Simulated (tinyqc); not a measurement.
Silicon n-p-n transistor, Gummel numbers and transit times: effect of the temperature.

One-dimensional n-p-n transistor in the forward active mode at low injection. In the base p(x) = NB exp(-eta x/wb) and ni(x)^2 = ni^2 exp((g0 + g1 x/wb)/Vt); electrons leave the base at vsat; band spikes at the emitter junction and recombination inside the emitter are ignored.

Nc and Nv are given at 350 K and scale as (T/350 K)^1.5; all else is held fixed. f(x) = p(x) ni^2/ni(x)^2; I(x) = integral from x to wb of f/Dn, plus f(wb)/vsat; base Gummel number GB = I(0); electron density per unit flux n/(J/q) = I/f; base transit time tauB = integral of I/f over the base. ni = sqrt(Nc Nv) exp(-Eg/(2 Vt)), Eg in volts; GE = NE exp(-gE/Vt)(we/Dp + 1/Se); JC = J0 exp(VBE/Vt), J0 = q ni^2/GB; gain limited by back injection GE/GB, by base recombination tb/tauB, together 1/beta = the sum of the inverses; collector layer one-sided, Wc = sqrt(2 eps0 eps_r (Vbc + VCB)/(q NC)), Vbc = Vt ln(p(wb) NC/ni^2), Cjc = eps0 eps_r/Wc; Early voltage VA = GB q p(wb)/(f(wb) Cjc [1/Dn - (eta + g1/Vt)/(wb vsat)]), f(wb) = p(wb) exp(-(g0 + g1)/Vt), p(wb) = NB exp(-eta); tauC = Wc/(2 vsat). Peak fT here means 1/(2 pi (tauB + tauC + Rc Cjc)); base sheet resistance 1/(q mp times the integral of p).

Parameters, values chosen for the exercise; band and dielectric values close to those of silicon:

| symbol | value | unit | meaning |
|---|---|---|---|
| Eg | 1.14 | eV | band gap |
| eps_r | 11.8 |  | relative permittivity |
| Nc | 3.47e19 | cm^-3 | conduction-band density of states at the reference temperature |
| Nv | 3.29e19 | cm^-3 | valence-band density of states at the reference temperature |
| vsat | 1e7 | cm/s | saturation velocity |
| wb | 220 | nm | neutral base width |
| NB | 2e17 | cm^-3 | base doping at the emitter edge |
| eta | 0 |  | doping falls as exp(-eta x/wb) |
| g0 | 0 | eV | gap reduction at the emitter edge of the base |
| g1 | 0 | eV | further gap reduction across the base (linear) |
| Dn | 5.4 | cm^2/s | electron diffusion coefficient in the base |
| NE | 1.5e20 | cm^-3 | emitter doping |
| gE | 0.084 | eV | gap reduction in the emitter (negative: wider gap) |
| we | 110 | nm | neutral emitter width |
| Dp | 0.83 | cm^2/s | hole diffusion coefficient in the emitter |
| Se | 6e6 | cm/s | recombination velocity at the emitter contact |
| tb | 6e-7 | s | electron lifetime in the base |
| NC | 5.1e15 | cm^-3 | collector doping |
| VCB | 0.4 | V | collector-base reverse bias |
| Rc | 15 | ohm um^2 | emitter plus collector resistance |
| mp | 100 | cm^2/(V s) | hole mobility in the base |

Constants: q = 1.602176634e-19 C, kB = 1.380649e-23 J/K, Vt = kB T/q, eps0 = 8.8541878128e-14 F/cm where lengths are in cm. Results are converted to the units shown.

The same in every row: GB (s/cm^4) = 8.348e11; tb/tauB = 1.276e4; tauB (ps) = 47.01; base sheet resistance (kohm) = 14.19.

Effect of the temperature:

| T (K) | GE/GB | beta | VA (V) | tauC (ps) | peak fT (GHz) |
|---|---|---|---|---|---|
| 200 | 18.43 | 18.40 | 40.30 | 2.915 | 3.187 |
| 240 | 41.53 | 41.39 | 39.48 | 2.855 | 3.191 |
| 280 | 74.18 | 73.76 | 38.61 | 2.793 | 3.195 |
| 320 | 114.6 | 113.6 | 37.71 | 2.727 | 3.199 |
| 360 | 160.8 | 158.8 | 36.75 | 2.658 | 3.204 |
| 400 | 210.8 | 207.4 | 35.76 | 2.586 | 3.209 |
| 440 | 263.1 | 257.8 | 34.71 | 2.511 | 3.213 |
| 480 | 316.4 | 308.8 | 33.62 | 2.431 | 3.219 |

As T goes from 200 to 480, beta rises from 18.4 to 309, VA falls from 40.3 to 33.6 V, the peak fT rises from 3.19 to 3.22 GHz and the base sheet resistance stays at 14.2 kohm. The product beta VA changes by a factor of 14.0. Back injection limits the gain in every row.

Range of the model: Heavy doping makes emitter or base degenerate; gE and g0 are to be read as apparent gap changes that include this.

Program tinyqc, `OMP_NUM_THREADS=1 python tinyqc.py 2320085 2320086 out.jsonl`; Intel Xeon 2.30GHz, shared host, one thread, about 0.01 s.
